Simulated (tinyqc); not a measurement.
Worked calculation: RHF in the sto-6g basis, for BeH2, spin multiplicity 1. This run ends on a higher stationary point, not on the lowest solution. One step of it, computed by the program tinyqc.

Question. Iteration 1: diagonalisation and new density. A level shift of 0.2 hartree raises the virtual space: F + shift (S - S D(s) S), with D(s) the density of one spin (D/2). Diagonalise F' = X^T F X, C = X C', fill 3 alpha and 3 beta electrons from the bottom; D = 2 C_occ C_occ^T. Each column has its largest component positive (the first on a tie).

Fock matrix F (hartree):
```
            1Be 1s     1Be 2s    1Be 2px    1Be 2py    1Be 2pz      2H 1s      3H 1s
1Be 1s   -5.839181  -1.371731   0.000000   0.000000  -0.001201  -0.422058  -0.422058
1Be 2s   -1.371731  -0.677791   0.000000   0.000000   0.005381  -0.270566  -0.270566
1Be 2px   0.000000   0.000000  -0.173012   0.000000   0.000000   0.000000   0.000000
1Be 2py   0.000000   0.000000   0.000000  -0.229018   0.000000  -0.161348   0.161348
1Be 2pz  -0.001201   0.005381   0.000000   0.000000  -0.501455  -0.003598  -0.003598
2H 1s    -0.422058  -0.270566   0.000000  -0.161348  -0.003598  -0.167325  -0.060199
3H 1s    -0.422058  -0.270566   0.000000   0.161348  -0.003598  -0.060199  -0.167325
```

X:
```
            1Be 1s     1Be 2s   1Be 2px    1Be 2py    1Be 2pz      2H 1s      3H 1s
1Be 1s    1.026890  -0.147407  0.000000   0.000000  -0.000407   0.012966   0.012966
1Be 2s   -0.147407   1.280999  0.000000   0.000000   0.007182  -0.332979  -0.332979
1Be 2px   0.000000   0.000000  1.000000   0.000000   0.000000   0.000000   0.000000
1Be 2py   0.000000   0.000000  0.000000   1.425421   0.000000  -0.485123   0.485123
1Be 2pz  -0.000407   0.007182  0.000000   0.000000   1.000202  -0.009390  -0.009390
2H 1s     0.012966  -0.332979  0.000000  -0.485123  -0.009390   1.342242  -0.123018
3H 1s     0.012966  -0.332979  0.000000   0.485123  -0.009390  -0.123018   1.342242
```

D at the start:
```
            1Be 1s     1Be 2s   1Be 2px    1Be 2py    1Be 2pz      2H 1s      3H 1s
1Be 1s    0.026956  -0.248855  0.000000   0.000000   0.009933   0.210609   0.210609
1Be 2s   -0.248855   2.300769  0.000000   0.000000  -0.009240  -1.949846  -1.949846
1Be 2px   0.000000   0.000000  0.000000   0.000000   0.000000   0.000000   0.000000
1Be 2py   0.000000   0.000000  0.000000   3.097904   0.000000  -2.847169   2.847169
1Be 2pz   0.009933  -0.009240  0.000000   0.000000   1.999228  -0.056966  -0.056966
2H 1s     0.210609  -1.949846  0.000000  -2.847169  -0.056966   4.271275  -0.962182
3H 1s     0.210609  -1.949846  0.000000   2.847169  -0.056966  -0.962182   4.271275
```

overlap S:
```
           1Be 1s    1Be 2s   1Be 2px    1Be 2py   1Be 2pz     2H 1s      3H 1s
1Be 1s   1.000000  0.254764  0.000000   0.000000  0.000000  0.078648   0.078648
1Be 2s   0.254764  1.000000  0.000000   0.000000  0.000000  0.476703   0.476703
1Be 2px  0.000000  0.000000  1.000000   0.000000  0.000000  0.000000   0.000000
1Be 2py  0.000000  0.000000  0.000000   1.000000  0.000000  0.535718  -0.535718
1Be 2pz  0.000000  0.000000  0.000000   0.000000  1.000000  0.013599   0.013599
2H 1s    0.078648  0.476703  0.000000   0.535718  0.013599  1.000000   0.043994
3H 1s    0.078648  0.476703  0.000000  -0.535718  0.013599  0.043994   1.000000
```

Give: F' = X^T F X; orbital energies; coefficients C; D after iteration 1.

Answer.

F' = X^T F X (hartree):
```
        1       2      3       4       5       6       7
1  -5.577  -0.563  0.000   0.000  -0.002  -0.123  -0.123
2  -0.563  -0.247  0.000   0.000   0.012  -0.038  -0.038
3   0.000   0.000  0.027   0.000   0.000   0.000   0.000
4   0.000   0.000  0.000   0.092   0.000  -0.122   0.122
5  -0.002   0.012  0.000   0.000  -0.501   0.001   0.001
6  -0.123  -0.038  0.000  -0.122   0.001   0.080  -0.080
7  -0.123  -0.038  0.000   0.122   0.001  -0.080   0.080
```

orbital energies (hartree): MO1 -5.642, MO2 -0.502, MO3 -0.194, MO4 -0.051, MO5 0.012, MO6 0.027, MO7 0.302

coefficients C:
```
            MO1     MO2     MO3     MO4     MO5    MO6     MO7
1Be 1s    1.006   0.010  -0.252   0.000   0.030  0.000   0.000
1Be 2s   -0.028  -0.041   1.188   0.000  -0.686  0.000   0.000
1Be 2px   0.000   0.000   0.000   0.000   0.000  1.000   0.000
1Be 2py   0.000   0.000   0.000   0.665   0.000  0.000   1.435
1Be 2pz   0.000   0.999   0.045   0.000  -0.015  0.000   0.000
2H 1s     0.006  -0.001  -0.179   0.283   0.907  0.000  -1.108
3H 1s     0.006  -0.001  -0.179  -0.283   0.907  0.000   1.108
```

D after iteration 1:
```
         1Be 1s  1Be 2s  1Be 2px  1Be 2py  1Be 2pz   2H 1s   3H 1s
1Be 1s    2.151  -0.656    0.000    0.000   -0.003   0.101   0.101
1Be 2s   -0.656   2.828    0.000    0.000    0.024  -0.425  -0.425
1Be 2px   0.000   0.000    0.000    0.000    0.000   0.000   0.000
1Be 2py   0.000   0.000    0.000    0.000    0.000   0.000   0.000
1Be 2pz  -0.003   0.024    0.000    0.000    2.001  -0.019  -0.019
2H 1s     0.101  -0.425    0.000    0.000   -0.019   0.064   0.064
3H 1s     0.101  -0.425    0.000    0.000   -0.019   0.064   0.064
```
